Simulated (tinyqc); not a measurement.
Spectrum around the optical phonon: single-oscillator infrared dielectric function of a polar cubic crystal. Computed by tinyqc, a small Python program. Command: `OMP_NUM_THREADS=1 python tinyqc.py 3026424 3026425 out.jsonl infrared walk`. One thread of a shared host (Intel(R) Xeon(R) Processor @ 2.30GHz), about 0.01 s of CPU time with the checks.

One ion pair, charges +Z* and -Z*, in a cell of volume Omega = a^3/4. Frequencies omega are given as wavenumbers (1/cm); eps_s is the static dielectric constant.

Inputs (values chosen for the exercise, for a model crystal):

| quantity | value | unit |
|---|---|---|
| lattice constant a | 6.31 | angstrom |
| mass M_A | 9 | u |
| mass M_B | 20.9 | u |
| omega_TO | 316 | 1/cm |
| Born charge Z* | 2.36 | e |
| eps_inf | 13.3 | - |
| phonon damping gamma | 4.1 | 1/cm |

Structure: zinc blende. Free carriers: absent.

Constants: nu for 1 eV/(angstrom^2 u) = 15.6333042 THz; 1 THz = 33.35640952 1/cm; e^2/(4 pi eps_0) = 14.39964548 eV angstrom.

Method:
- mu = M_A M_B/(M_A + M_B); ionic plasma term W^2 = 4 pi Z*^2 (e^2/(4 pi eps_0))/(Omega mu) in eV/(angstrom^2 u), turned into 1/cm by W = 15.6333042 x 33.35640952 x sqrt(W^2); omega_LO^2 = omega_TO^2 + W^2/eps_inf; eps_s = eps_inf + W^2/omega_TO^2; Szigeti charge 3 Z*/(eps_inf + 2); longitudinal (Callen) charge Z*/eps_inf.
- eps(omega) = eps_inf + W^2/(omega_TO^2 - omega^2 - i gamma omega); n + i k = sqrt(eps) with k >= 0; R = |(n + i k - 1)/(n + i k + 1)|^2 at normal incidence from vacuum.
- The loss function is Im(-1/eps).

omega_LO = 389.879 1/cm

W = 832.818 1/cm

Spectrum:

| omega (1/cm) | Re eps | Im eps | R | Im(-1/eps) |
|---|---|---|---|---|
| 158 | 22.560 | 0.080101 | 0.42532 | 1.5738e-04 |
| 269 | 38.485 | 1.0103 | 0.52190 | 6.8162e-04 |
| 307 | 131.07 | 26.437 | 0.70819 | 0.0014788 |
| 316 | 13.3 | 535.34 | 0.88368 | 0.0018668 |
| 334 | -45.180 | 6.8446 | 0.95743 | 0.0032780 |
| 353 | -14.625 | 1.6328 | 0.94718 | 0.0075398 |
| 375 | -3.6884 | 0.64068 | 0.86905 | 0.045714 |
| 390 | 0.036533 | 0.40595 | 0.19792 | 2.4436 |
| 398 | 1.4627 | 0.32992 | 0.013270 | 0.14673 |
| 413 | 3.4972 | 0.23474 | 0.092490 | 0.019107 |
| 448 | 6.4247 | 0.12522 | 0.18857 | 0.0030325 |
| 585 | 10.439 | 0.028317 | 0.27803 | 2.5987e-04 |
| 975 | 12.485 | 0.0038305 | 0.31229 | 2.4575e-05 |

R peaks among these rows at 334 per cm with 0.96 and is lowest, 0.013, at 398; far above omega_LO it tends to ((sqrt(eps_inf) - 1)/(sqrt(eps_inf) + 1))^2 = 0.324. Im eps is largest at 316 and the loss function at 390: absorption marks the TO mode and the loss function the LO mode. Re eps is negative in some rows, where R averages 0.92.

Extremes, crossings and ranges named in words are read from the listed rows.
